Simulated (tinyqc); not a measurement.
Finite square well with mass mismatch (envelope functions), step by step. Values are carried at full precision from step to step, so a last printed digit may differ when a step is redone from the rounded ones.

A square well of width L and depth V0, mass mw inside and mb outside, energies from the bottom of the well, c = hbar^2/2m0. k = sqrt(mw E/c), kappa = sqrt(mb (V0 - E)/c). psi and psi'/m are continuous at the walls (BenDaniel-Duke), so level n solves k L + 2 atan[(k/mw)/(kappa/mb)] = n pi.

Constants: hbar^2/2m0 = 3.80998211 eV angstrom^2.

Inputs chosen for the exercise (near those of a non-polar GaN well in AlGaN; shifted at random, so the results belong to these values and not to a real crystal):
```
symbol   value  unit      meaning
L        87     angstrom  well width
V0       0.39   eV        barrier height
mw       0.195  m0        mass in the well
mb       0.231  m0        mass in the barrier
alpha_w  0.18   1/eV      non-parabolicity in the well
alpha_b  0.14   1/eV      non-parabolicity in the barrier
```

## How many levels are bound

At E = V0 the arctangent equals pi/2, so level n is bound if k0 L > (n - 1) pi with k0 = sqrt(mw V0/c). Compare with the infinitely deep well, E1(hard) = c (pi/L)^2/mw.

k0 = 0.14128 1/angstrom
k0 L/pi = 3.9125
number of bound levels = 4
E1(hard) = 0.0255 eV

The count does not depend on mb. One more level binds at L = 88.9 angstrom.

## The lowest level by bisection

f(E) = k L + 2 atan[(k/mw)/(kappa/mb)] - pi rises with E. Twelve halvings of [0, V0]: keep the half in which f changes sign.

Bisection:
```
step  low (eV)  high (eV)  midpoint (eV)        k    kappa        f
1      0.00000    0.39000        0.19500  0.09990  0.10873   7.2053
2      0.00000    0.19500        0.09750  0.07064  0.13317   4.1263
3      0.00000    0.09750        0.04875  0.04995  0.14384   1.9847
4      0.00000    0.04875        0.02438  0.03532  0.14889   0.4792
5      0.00000    0.02438        0.01219  0.02498  0.15135  -0.5826
6      0.01219    0.02438        0.01828  0.03059  0.15012  -0.0067
7      0.01828    0.02438        0.02133  0.03304  0.14951   0.2449
8      0.01828    0.02133        0.01980  0.03184  0.14982   0.1215
9      0.01828    0.01980        0.01904  0.03122  0.14997   0.0580
10     0.01828    0.01904        0.01866  0.03091  0.15005   0.0258
11     0.01828    0.01866        0.01847  0.03075  0.15009   0.0096
12     0.01828    0.01847        0.01838  0.03067  0.15011   0.0015
```

After twelve halvings the bracket is V0/4096 = 0.095 meV wide.

## Bound levels

Solve the condition for each n (six at most). With A = cos(kL/2) for even and sin(kL/2) for odd levels, the probability in the barriers is Pb = (A^2/kappa)/(A^2/kappa + L/2 +/- sin(kL)/(2k)), + for even.

Levels:
```
n  parity  E (eV)  k (1/angstrom)  kappa (1/angstrom)      Pb
1    even  0.0184         0.03065             0.15011  0.0072
2     odd  0.0731         0.06115             0.13862  0.0299
3    even  0.1626         0.09123             0.11742  0.0739
4     odd  0.2823         0.12020             0.08081  0.1659
```

The lowest level lies at 72 % of the infinite-well value and decays into the barrier over 1/kappa = 6.7 angstrom.

## Mass in the plane and density of states

To first order in the in-plane energy, 1/m_par = (1 - Pb)/mw + Pb/mb for each subband. Each adds a step D = m_par/(2 pi c) to the density of states per area (spin included, one valley); 1/angstrom^2 = 1e16/cm^2.

Subbands:
```
n  m_par (m0)  D (1e13/(eV cm^2))
1      0.1952               8.155
2      0.1959               8.184
3      0.1973               8.241
4      0.2002               8.362
```

## Levels with energy-dependent masses

Non-parabolic bands: mw is replaced by mw (1 + alpha_w E) and mb by mb (1 - alpha_b (V0 - E)), in k, kappa and the matching condition alike.

Solve the same condition with the energy-dependent masses, and list the shift from the parabolic levels that exist in both.

Levels:
```
n  E (eV)  mass inside  mass outside  shift (meV)
1  0.0185       0.1956        0.2190          0.1
2  0.0728       0.1976        0.2207         -0.3
3  0.1599       0.2006        0.2236         -2.8
4  0.2731       0.2046        0.2272         -9.2
5  0.3884       0.2086        0.2309            -
```

Level 1 moves by +0.1 meV and level 4 by -9.2 meV. The lighter mass deep in the barrier hardens the wall for low levels; the heavier mass in the well wins higher up. The heavier mass inside raises k at E = V0, which binds further levels (1 of them among the six at most that are listed).

## Checks

- Lowest level by finite differences (200 cells across the well) against the matching condition, eV: both 0.0184.

tinyqc: `OMP_NUM_THREADS=1 python tinyqc.py 1281599 1281600 out.jsonl`; about 0.01 s, one thread, shared Intel(R) Xeon(R) Processor @ 2.30GHz.
